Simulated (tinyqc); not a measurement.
# From counting error of x without background back to collected charge

Model: Rutherford backscattering from a thin compound film on silicon: kinematics, yields, composition and thickness. Computed by tinyqc, a small Python program. Command: `OMP_NUM_THREADS=1 python tinyqc.py 3023970 3023971 out.jsonl rbs inv`. One thread of a shared host (Intel(R) Xeon(R) Processor @ 2.30GHz), about 0.02 s of CPU time with the checks.

Singly charged helium ions (Z1 = 2, M1 = 4.0026 u) enter at the tilt angle a1 to the normal and leave at a2 = |180 - theta - tilt| in the same plane. The film is A B_x.

Inputs (values chosen for the exercise, modelled on a helium beam on TaN):
```
quantity,value,unit
beam energy E0,1.8,MeV
scattering angle theta,170,degrees
tilt of the sample,60,degrees
heavy element: Z_A,73,-
heavy element: mass M_A,180.9,u
heavy element: stopping eps_A at 2 MeV,108,1e-15 eV cm^2
light element: Z_B,7,-
light element: mass M_B,14,u
light element: stopping eps_B at 2 MeV,32.9,1e-15 eV cm^2
"atoms of B per atom of A, x",0.862,-
atomic density of the film,87,1/nm^3
film thickness d,7.3,nm
detector solid angle,1.1,msr
detector resolution (FWHM),18,keV
```

Constants: e^2/(4 pi eps_0) = 14.39964548 eV angstrom; e = 1.602176634e-19 C.

Method:
- Kinematic factor K = [(sqrt(M^2 - M1^2 sin^2 theta) + M1 cos theta)/(M + M1)]^2.
- Surface edges lie at K E0; substrate silicon has M = 28.09 u. Mass resolution at M_A = resolution/(E0 dK/dM).
- Stopping per atom eps(E) = eps(2 MeV) (E/2 MeV)^(-0.4) (a law chosen for the exercise); Bragg rule eps_film = (eps_A + x eps_B)/(1 + x); areal density N d, with 1/nm^2 = 0.1 x 1e15/cm^2.
- Width of the signal of element i: [K_i eps(E0)/cos a1 + eps(K_i E0)/cos a2] N d; depth resolution = resolution x d/width of A; energy lost on the way in = eps(E0) N d/cos a1.
- Rutherford cross section in the laboratory frame: sigma = (Z1 Z e^2/(4 pi eps_0 4E))^2 (4/sin^4 theta) (r + cos theta)^2/r, r = sqrt(1 - (M1 sin theta/M)^2), times the screening factor 1 - 0.049 Z1 Z^(4/3)/E (E in keV); 1 angstrom^2 = 1e8 barn.
- Counts = (charge/e) x solid angle x sigma(E_mean) x areal density of the element/cos a1, E_mean = E0 - half the energy lost on the way in; 1 barn = 1e-24 cm^2. The ratio of areas returns x = (Y_B/Y_A)(sigma_A/sigma_B), with the counting error sqrt(1/Y_A + 1/Y_B).

Problem. A run gave the result below. Find the collected charge, known to lie between 22 and 55 microcoulomb.

counting error of x without background = 3.354696 %

Solution.

Each step takes the trial c = (a f_b - b f_a)/(f_b - f_a), f being the result less the target and a, b, c the logarithms of the listed values; c replaces end b, the old b replaces a if the sign of f changed, and otherwise f_a is halved.

Scan of the range:
```
collected charge (microcoulomb),counting error of x without background (%)
22.0,4.09493
25.6,3.79610
29.9,3.51255
34.8,3.25588
40.5,3.01808
47.2,2.79567
55.0,2.58986
```

False position (Illinois rule, in the logarithm of the input) inside the bracket:
```
step,end a,end b,trial,counting error of x without background (%)
1,29.9000,34.8000,32.8250,3.35240
2,29.9000,32.8250,32.7384,3.35683
3,32.8250,32.7384,32.7800,3.35470
4,32.7384,32.7800,32.7800,3.35470
```

Counting error of x without background falls at every point of a 13-point scan of the range (every second point is shown), so one value fits; it is bracketed by 29.9 and 34.8. The scan shows a pure power law with exponent -0.5000, so scaling from any one row also gives the answer directly. Answer: collected charge = 32.78 microcoulomb.
